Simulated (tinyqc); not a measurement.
Inside a calculation: electrons shared among three sets of ellipsoidal valleys. Values are carried at full precision from step to step, so a last printed digit may differ when a step is redone from the rounded ones.

Constants: hbar^2/2m0 = 3.80998211 eV angstrom^2; kB = 8.617333262e-05 eV/K.

Inputs chosen for the exercise (masses and offsets near those of Ge; mobilities are free inputs, held fixed; shifted at random, so the results belong to these values and not to a real crystal): ml = (1.525, 0.039, 0.921) m0 (longitudinal masses of L, Gamma, Delta); mt = (0.0803, 0.039, 0.2059) m0 (transverse masses); M = (4, 1, 6) (valleys in each set); T = 300 K; dE = (0, 0.154, 0.205) eV (edges of L, Gamma, Delta above the first); n = 1.5e+19 1/cm^3 (total electron density); mu = (4000, 19000, 1200) cm^2/(V s) (mobility of each set).

## Masses of each set

One valley: m_d = (ml mt^2)^(1/3). Whole set: m_de = M^(2/3) m_d. Mean over three axes: 1/m_c = (1/ml + 2/mt)/3. Anisotropy K = ml/mt.

m_d, m_de, m_c (m0) and K of each set:

| set | m_d | m_de | m_c | K |
|---|---|---|---|---|
| L | 0.2142 | 0.5399 | 0.1174 | 18.99 |
| Gamma | 0.0390 | 0.0390 | 0.0390 | 1.00 |
| Delta | 0.3393 | 1.1202 | 0.2778 | 4.47 |

m_de/m_c is 4.60 for L, 1.00 for Gamma, 4.03 for Delta: many anisotropic valleys give many states at a light conductivity mass. m_c is the mean over three axes; a set that holds only some of the equivalent valleys conducts with a mass that depends on direction.

## Effective densities of states

N_i = M_i times N = 2 (m kB T/(4 pi c))^(3/2) with c = hbar^2/2m0, in 1/angstrom^3; times 1e24 for 1/cm^3, with m = (ml mt^2)^(1/3).

kT = 0.025852 eV

N_i (1/cm^3): L 9.9537e+18, Gamma 1.9327e+17, Delta 2.9752e+19

## Fermi level and populations

F_j(eta) = (1/Gamma(j + 1)) integral_0^infinity x^j dx/(1 + exp(x - eta)), which tends to exp(eta) for eta << 0.

Solve n = sum_i N_i F_1/2((EF - dE_i)/kT), energies from the edge of the first set.

EF = 0.0240 eV

eta_i: L 0.93, Gamma -5.03, Delta -7.00

n_i (1/cm^3): L 1.50e+19, Gamma 1.26e+15, Delta 2.71e+16

shares: L 0.9981, Gamma 0.0001, Delta 0.0018

L holds most electrons (99.8 %). Boltzmann weights N_i exp(-dE_i/kT) would give Gamma a share of 0.0001.

## Drift and Hall mobility of the mixture

With f_i the shares, mu_drift = sum f_i mu_i; low-field Hall mobility mu_H = sum f_i mu_i^2/mu_drift (scattering and anisotropy factors set to 1); the Hall density is n mu_drift/mu_H; rho = 1/(e n mu_drift), e = 1.602176634e-19 C.

mu_drift = 3996 cm^2/(V s)
mu_H = 4004 cm^2/(V s)
Hall density = 1.50e+19 1/cm^3
rho = 0.000104 ohm cm

A Hall measurement would read 99.8 % of the true density. The mobilities are of the size met in pure crystals; at this density impurities would cut them and raise rho, by a factor of two to ten or more depending on crystal and density.

## Checks

- Share of Gamma at n = 1e10 1/cm^3 against the Boltzmann weight: both 5.019e-05.

(tinyqc, `OMP_NUM_THREADS=1 python tinyqc.py 1682477 1682478 out.jsonl`, Intel(R) Xeon(R) Processor @ 2.30GHz, 1 thread, shared host, about 0.02 s.)
